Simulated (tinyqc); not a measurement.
Extended Hueckel theory, for H4-, step by step. The parameters take no account of the charge, which enters only through the electron count, and nothing here shows that the anion is bound. Computed by tinyqc, a small Python program that keeps every step (integrals from PySCF). Settings: charge = -1, K = 1.5, multiplicity = 2. Command: `OMP_NUM_THREADS=1 python tinyqc.py 27341 27342 out.jsonl` (the two numbers bound the seeds that draw the settings). One thread of a shared host (Intel(R) Xeon(R) Processor @ 2.60GHz), about 0.01 s of CPU time with the checks.

## Overlaps

Geometry (angstrom):
```
atom       x       y       z
H     0.0000  0.0000  0.0000
H     0.0000  0.0000  0.8480
H     0.0000  0.0000  1.8400
H     0.0000  0.0000  2.6880
```

Parameters chosen for this run:
```
element  shell  Slater exponent  H_ii (eV)
H           1s           1.3000   -13.6000
```

Slater orbitals, each expanded in six Gaussians scaled to its exponent.

overlap S, order 1H 1s, 2H 1s, 3H 1s, 4H 1s:
```
[[1.0000, 0.5641, 0.1342, 0.0300],
 [0.5641, 1.0000, 0.4735, 0.1342],
 [0.1342, 0.4735, 1.0000, 0.5641],
 [0.0300, 0.1342, 0.5641, 1.0000]]
```

## Wolfsberg-Helmholz matrix

diagonal H_ii (eV): [-13.6000, -13.6000, -13.6000, -13.6000]

K = 1.5000

H_ij = K' S_ij (H_ii + H_jj)/2 for i != j (the diagonal keeps H_ii), with K' = 1.5.

H (eV), order 1H 1s, 2H 1s, 3H 1s, 4H 1s:
```
[[-13.6000, -11.5074, -2.7384, -0.6125],
 [-11.5074, -13.6000, -9.6602, -2.7384],
 [-2.7384, -9.6602, -13.6000, -11.5074],
 [-0.6125, -2.7384, -11.5074, -13.6000]]
```

## Orbitals

valence electrons = 5

Solve H C = S C e through S^(-1/2); fill by pairs from the bottom, a degenerate level sharing its electrons equally; each orbital has its largest coefficient positive (the first on a tie).

orbital energies (eV): [-16.9734, -14.8801, -7.3002, 5.3059]

occupations: [2.0000, 2.0000, 1.0000, 0.0000]

coefficients, order 1H 1s, 2H 1s, 3H 1s, 4H 1s:
```
[[0.2964, 0.5440, 0.7921, -0.7154],
 [0.4051, 0.3315, -0.5795, 1.1740],
 [0.4051, -0.3315, -0.5795, -1.1740],
 [0.2964, -0.5440, 0.7921, 0.7154]]
```

sum of one-electron energies = -71.0072 eV

## Mulliken analysis

P = C n C^T; charge = valence electrons (H 1) minus the sum of (P S)_ii on the atom; overlap population = 2 sum P_ij S_ij between two atoms.

charges: [-0.4036, -0.0964, -0.0964, -0.4036]

Overlap populations:
```
pair      value
2-1    0.160001
3-1   -0.155603
3-2    0.420757
4-1    0.012677
4-2   -0.155603
4-3    0.160001
```
